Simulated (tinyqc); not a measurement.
Speciation in dilute and buffered hydrofluoric acid, oxide etch rate and bath loading: one step, computed by the program tinyqc.

Concentrations stand for activities, NH4+ and Cl- are spectators, and water ionisation is neglected. H, F and HF2 denote the ions H+, F- and HF2-. The base temperature is 298 K.

Problem. Etch rate. Rate = k_a ([HF] + 2 [H2F2]) + k_b [HF2], an empirical two-term form. Time = oxide/rate; a temperature error changes the rate by exp((E_a/k_B)(1/298 - 1/(298 + error))) - 1.

Inputs (values chosen for the exercise, of the order of those for thermal oxide at room temperature):
```
quantity                         value            unit
rate constant of neutral HF k_a      9  nm L/(min mol)
rate constant of HF2 k_b            69  nm L/(min mol)
activation energy                 0.39              eV
temperature error                  2.2               K
oxide removed per wafer             18              nm
```

[HF] = 0.1313443 mol/L

[H2F2] = 0 mol/L

[HF2] = 0.1081422 mol/L

Constants: k_B = 8.617333262e-05 eV/K.

Give: etch rate; share of HF2 in the rate; etch time; rate change from the temperature error.

Solution.

etch rate = 8.6439 nm/min

share of HF2 in the rate = 86.324 %

etch time = 124.94 s

rate change from the temperature error = 11.773 %
